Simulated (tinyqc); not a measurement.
Pair lines: donor-acceptor pair recombination.

h nu = Eg - ED - EA + q/(eps R), q = e^2/(4 pi eps0); shell j lies at R = a_lat sqrt(j/2) for the same sublattice and a_lat sqrt(j/2 - 5/16) for opposite ones (on the same sublattice shells 14, 30, 46, 56, 62, ... are empty, where 2j has the form 4^a (8b + 7)); rate W = W0 exp(-2R/aD) with the donor radius aD = q/(2 eps ED). Polarisation and overlap terms, which matter for close pairs, are left out.

Constants: e^2/(4 pi eps0) = 14.39964547 eV angstrom.

Values chosen for the exercise (near those of impurities in cubic GaN; shifted at random, so the results belong to these values and not to a real crystal):
- a_lat = 4.5 angstrom (lattice constant)
- Eg = 3.309 eV (gap)
- ED = 24.3 meV (donor binding)
- EA = 129.8 meV (acceptor binding)
- eps = 9.7 (dielectric constant)
- W0 = 11 x 1e7/s (rate at zero distance)
- kind = opposite (sublattices of donor and acceptor)
- shells = (497, 627, 1108, 1391, 1999, 2945, 3101) (shell numbers)

Energy, rate and lifetime for each shell.

Lines:

| shell | R (angstrom) | Coulomb (meV) | h nu (eV) | step to the next shell (meV) | 1/W (microsecond) |
|---|---|---|---|---|---|
| 497 | 70.89 | 20.9 | 3.1758 | 0.021 | 0.943 |
| 627 | 79.64 | 18.6 | 3.1735 | 0.015 | 1.67 |
| 1391 | 118.65 | 12.5 | 3.1674 | 0.0045 | 21.5 |
| 1999 | 142.24 | 10.4 | 3.1653 | 0.0026 | 101 |
| 2945 | 172.66 | 8.6 | 3.1635 | 0.0015 | 739 |
| 3101 | 177.18 | 8.4 | 3.1633 | 0.0014 | 993 |

Give the missing row, shell = 1108.

Computed row:
```
shell  R (angstrom)  Coulomb (meV)  h nu (eV)  step to the next shell (meV)  1/W (microsecond)
1108         105.89           14.0     3.1689                        0.0063               9.32
```

limit for distant pairs = 3.1549 eV
aD = 30.5 angstrom

The lines crowd together, on average as R^-3: the step falls from 0.021 to 0.0014 meV, so distant pairs merge into a band. Close pairs emit higher and 1.05e+03 times faster over this table, so the band shifts to lower energy with delay and to higher energy with stronger pumping. All these lines lie below Eg, and R/aD runs from 2.3 up.

Program tinyqc; command `OMP_NUM_THREADS=1 python tinyqc.py 1251417 1251418 out.jsonl`; about 0.02 s on one thread of a shared Intel(R) Xeon(R) Processor @ 2.30GHz.
